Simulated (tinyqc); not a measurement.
Worked calculation: CCSD on RHF in the cc-pvdz basis, for He, spin multiplicity 1. Computed by tinyqc, a small Python program that keeps every step (integrals from PySCF). Settings: charge = 0, multiplicity = 1, basis = cc-pvdz, method = RHF, energy threshold = 1e-10, iteration cap = 87, orthogonalisation = canonical, start = core, DIIS depth = 6, amplitude equations = CCSD, DIIS depth for amplitudes = 4, cap on updates = 85. Command: `OMP_NUM_THREADS=1 python tinyqc.py 21948 21949 out.jsonl` (the two numbers bound the seeds that draw the settings). One thread of a shared host (Intel(R) Xeon(R) Processor @ 2.60GHz), about 0.2 s of CPU time with the checks. The early iterations of the SCF are left out here.

## One-electron integrals

Geometry (angstrom):
```
atom,x,y,z
He,0.000000,0.000000,0.000000
```

Basis cc-pvdz: exponents (1/bohr^2) and contraction coefficients of normalised primitives:
```
element,l (shell),exponent,coefficient
He,s (1),38.360000,0.040176
He,s (1),5.770000,0.261368
He,s (1),1.240000,0.793071
He,s (2),0.297600,1.000000
He,p (3),1.275000,1.000000
```

Overlap, kinetic and nuclear-attraction integrals over the contracted functions; the nuclear repulsion is the sum of Za Zb / Rab.

nuclear repulsion = 0 hartree

overlap S:
```
,1He 1s,1He 2s,1He 2px,1He 2py,1He 2pz
1He 1s,1.000000,0.634168,0.000000,0.000000,0.000000
1He 2s,0.634168,1.000000,0.000000,0.000000,0.000000
1He 2px,0.000000,0.000000,1.000000,0.000000,0.000000
1He 2py,0.000000,0.000000,0.000000,1.000000,0.000000
1He 2pz,0.000000,0.000000,0.000000,0.000000,1.000000
```

kinetic energy T (hartree):
```
,1He 1s,1He 2s,1He 2px,1He 2py,1He 2pz
1He 1s,2.922435,0.466660,0.000000,0.000000,0.000000
1He 2s,0.466660,0.446400,0.000000,0.000000,0.000000
1He 2px,0.000000,0.000000,3.187500,0.000000,0.000000
1He 2py,0.000000,0.000000,0.000000,3.187500,0.000000
1He 2pz,0.000000,0.000000,0.000000,0.000000,3.187500
```

nuclear attraction V (hartree):
```
,1He 1s,1He 2s,1He 2px,1He 2py,1He 2pz
1He 1s,-4.802688,-2.012449,0.000000,0.000000,0.000000
1He 2s,-2.012449,-1.741071,0.000000,0.000000,0.000000
1He 2px,0.000000,0.000000,-2.402503,0.000000,0.000000
1He 2py,0.000000,0.000000,0.000000,-2.402503,0.000000
1He 2pz,0.000000,0.000000,0.000000,0.000000,-2.402503
```

core Hamiltonian H = T + V (hartree):
```
,1He 1s,1He 2s,1He 2px,1He 2py,1He 2pz
1He 1s,-1.880253,-1.545789,0.000000,0.000000,0.000000
1He 2s,-1.545789,-1.294671,0.000000,0.000000,0.000000
1He 2px,0.000000,0.000000,0.784997,0.000000,0.000000
1He 2py,0.000000,0.000000,0.000000,0.784997,0.000000
1He 2pz,0.000000,0.000000,0.000000,0.000000,0.784997
```

## Two-electron integrals

Functions are numbered as in S; the eight-fold symmetry (ij|kl) = (ji|kl) = (kl|ij) leaves the list below.

Two-electron integrals (ij|kl) in chemists' order, unique and non-zero (hartree):
```
i,j,k,l,(ij|kl)
1,1,1,1,1.543036
2,1,1,1,0.784979
2,1,2,1,0.426774
2,2,1,1,0.803460
2,2,2,1,0.475908
2,2,2,2,0.615562
3,1,3,1,0.177307
3,2,3,1,0.142524
3,2,3,2,0.130008
3,3,1,1,1.099799
3,3,2,1,0.627782
3,3,2,2,0.734404
3,3,3,3,1.040531
4,1,4,1,0.177307
4,2,4,1,0.142524
4,2,4,2,0.130008
4,3,4,3,0.063706
4,4,1,1,1.099799
4,4,2,1,0.627782
4,4,2,2,0.734404
4,4,3,3,0.913119
4,4,4,4,1.040531
5,1,5,1,0.177307
5,2,5,1,0.142524
5,2,5,2,0.130008
5,3,5,3,0.063706
5,4,5,4,0.063706
5,5,1,1,1.099799
5,5,2,1,0.627782
5,5,2,2,0.734404
5,5,3,3,0.913119
5,5,4,4,0.913119
5,5,5,5,1.040531
```

## Orthogonalisation

S = U s U^T; canonical form X = U s^(-1/2), so that X^T S X = 1. Each column of U has its largest component positive (the first on a tie).

eigenvalues of S: 0.365832  1.000000  1.000000  1.000000  1.634168

X:
```
,1,2,3,4,5
1He 1s,1.169079,0.000000,0.000000,0.000000,0.553142
1He 2s,-1.169079,0.000000,0.000000,0.000000,0.553142
1He 2px,0.000000,1.000000,0.000000,0.000000,0.000000
1He 2py,0.000000,0.000000,1.000000,0.000000,0.000000
1He 2pz,0.000000,0.000000,0.000000,1.000000,0.000000
```

Within a degenerate level the vectors are fixed only up to a rotation; this is one choice.

## Iteration 9 (converged): orbitals

converged F (hartree):
```
,1He 1s,1He 2s,1He 2px,1He 2py,1He 2pz
1He 1s,-0.550426,-0.999872,0.000000,0.000000,0.000000
1He 2s,-0.999872,-0.428819,0.000000,0.000000,0.000000
1He 2px,0.000000,0.000000,2.524372,0.000000,0.000000
1He 2py,0.000000,0.000000,0.000000,2.524372,0.000000
1He 2pz,0.000000,0.000000,0.000000,0.000000,2.524372
```

Diagonalise F' = X^T F X, C = X C', fill 1 alpha and 1 beta electrons from the bottom; D = 2 C_occ C_occ^T. Each column has its largest component positive (the first on a tie).

F' = X^T F X (hartree):
```
,1,2,3,4,5
1,1.394763,0.000000,0.000000,0.000000,-0.078640
2,0.000000,2.524372,0.000000,0.000000,0.000000
3,0.000000,0.000000,2.524372,0.000000,0.000000
4,0.000000,0.000000,0.000000,2.524372,0.000000
5,-0.078640,0.000000,0.000000,0.000000,-0.911470
```

orbital energies (hartree): MO1 -0.914148, MO2 1.397442, MO3 2.524372, MO4 2.524372, MO5 2.524372

coefficients C:
```
,MO1,MO2,MO3,MO4,MO5
1He 1s,0.592616,-1.149573,0.000000,0.000000,0.000000
1He 2s,0.513027,1.187231,0.000000,0.000000,0.000000
1He 2px,0.000000,0.000000,1.000000,0.000000,0.000000
1He 2py,0.000000,0.000000,0.000000,1.000000,-0.000920
1He 2pz,0.000000,0.000000,0.000000,0.000920,1.000000
```

D after iteration 9:
```
,1He 1s,1He 2s,1He 2px,1He 2py,1He 2pz
1He 1s,0.702388,0.608056,0.000000,0.000000,0.000000
1He 2s,0.608056,0.526393,0.000000,0.000000,0.000000
1He 2px,0.000000,0.000000,0.000000,0.000000,0.000000
1He 2py,0.000000,0.000000,0.000000,0.000000,0.000000
1He 2pz,0.000000,0.000000,0.000000,0.000000,0.000000
```

Within a degenerate level the vectors are fixed only up to a rotation; this is one choice.

## Convergence

Stop when the energy changes by less than 1e-10 hartree and every element of the error matrix X^T (F D S - S D F) X is below 3e-06.

Course of the cycle:
```
iteration,E (hartree),change,largest element of the error matrix
1,-2.74189681,-,6.75e-01
2,-2.85440990,-1.13e-01,5.66e-02
3,-2.85516045,-7.51e-04,3.67e-04
4,-2.85516047,-2.52e-08,1.66e-04
5,-2.85516047,-3.75e-09,1.07e-04
6,-2.85516048,-1.22e-09,7.88e-05
7,-2.85516048,-5.43e-10,6.24e-05
8,-2.85516048,-9.12e-10,6.95e-08
9,-2.85516048,-1.78e-15,1.56e-10
```

PySCF RHF in the same basis = -2.85516048 hartree

Converged in 9 iterations.

## Integrals over molecular orbitals

(pq|rs) = sum C_ip C_jq C_kr C_ls (ij|kl), one index at a time.

one-electron integrals over orbitals h = C^T H C (hartree):
```
,1,2,3,4,5
1,-1.941013,0.316447,0.000000,0.000000,0.000000
2,0.316447,-0.090238,0.000000,0.000000,0.000000
3,0.000000,0.000000,0.784997,0.000000,0.000000
4,0.000000,0.000000,0.000000,0.784997,0.000000
5,0.000000,0.000000,0.000000,0.000000,0.784997
```

Two-electron integrals over orbitals (pq|rs), unique and non-zero (hartree):
```
p,q,r,s,(pq|rs)
1,1,1,1,1.026865
2,1,1,1,-0.316447
2,1,2,1,0.227505
2,2,1,1,0.857592
2,2,2,1,-0.255195
2,2,2,2,0.765495
3,1,3,1,0.183149
3,2,3,1,-0.025386
3,2,3,2,0.028529
3,3,1,1,0.961262
3,3,2,1,-0.230485
3,3,2,2,0.774953
3,3,3,3,1.040531
4,1,4,1,0.183149
4,2,4,1,-0.025386
4,2,4,2,0.028529
4,3,4,3,0.063706
4,4,1,1,0.961262
4,4,2,1,-0.230485
4,4,2,2,0.774953
4,4,3,3,0.913119
4,4,4,4,1.040531
5,1,5,1,0.183149
5,2,5,1,-0.025386
5,2,5,2,0.028529
5,3,5,3,0.063706
5,4,5,4,0.063706
5,5,1,1,0.961262
5,5,2,1,-0.230485
5,5,2,2,0.774953
5,5,3,3,0.913119
5,5,4,4,0.913119
5,5,5,5,1.040531
```

## CCSD: starting amplitudes

t_ij^ab = <ij||ab> / (e_i + e_j - e_a - e_b), whose energy is MP2.

Starting amplitudes (spin orbitals 1a, 1b, ...; amplitudes related by a flip of all spins are not repeated):
```
from,to,t
1a 1b,2a 2b,-0.049210
1a 1b,3a 3b,-0.026632
1a 1b,4a 4b,-0.026632
1a 1b,5a 5b,-0.026632
```

correlation energy = -0.02582834 hartree

## CCSD: amplitude update 1

t_i^a D_i^a and t_ij^ab D_ij^ab are set to the remaining terms of the spin-orbital equations, evaluated with the old amplitudes; for the doubles these are <ij||ab> + 1/2 <ab||ef> t_ij^ef + 1/2 <mn||ij> t_mn^ab + P(ij)P(ab) <mb||ej> t_im^ae + terms in t^2 + terms with t1, D the orbital-energy denominators.

Amplitudes after update 1 (spin orbitals 1a, 1b, ...; amplitudes related by a flip of all spins are not repeated):
```
from,to,t
1a 1b,2a 2b,-0.061034
1a 1b,3a 3b,-0.031300
1a 1b,4a 4b,-0.031300
1a 1b,5a 5b,-0.031300
1a,2a,0.000427
```

correlation energy = -0.03108317 hartree

## CCSD: amplitude update 2

As before.

Amplitudes after update 2 (spin orbitals 1a, 1b, ...; amplitudes related by a flip of all spins are not repeated):
```
from,to,t
1a 1b,2a 2b,-0.063849
1a 1b,3a 3b,-0.032078
1a 1b,4a 4b,-0.032078
1a 1b,5a 5b,-0.032078
1a,2a,0.000655
```

correlation energy = -0.03215100 hartree

## CCSD: convergence

E_corr = 1/4 sum <ij||ab> t_ij^ab + 1/2 sum <ij||ab> t_i^a t_j^b; stop when the norm of the change is below 1e-8.

Course of the amplitude iterations:
```
update,correlation energy (hartree),norm of the change
0,-0.02582834,-
1,-0.03108317,2.87e-02
2,-0.03215100,6.25e-03
3,-0.03243747,1.43e-03
4,-0.03243432,5.76e-05
5,-0.03243436,3.48e-07
6,-0.03243435,2.34e-08
7,-0.03243435,1.81e-12
```

Converged amplitudes (spin orbitals 1a, 1b, ...; amplitudes related by a flip of all spins are not repeated):
```
from,to,t
1a 1b,2a 2b,-0.064748
1a 1b,3a 3b,-0.032221
1a 1b,4a 4b,-0.032221
1a 1b,5a 5b,-0.032221
1a,2a,0.000779
```

CCSD total energy = -2.88759483 hartree

T1 diagnostic, norm of the one-spin t1 over sqrt(correlated electrons) = 0.000551

Converged in 7 updates, with DIIS from the third.
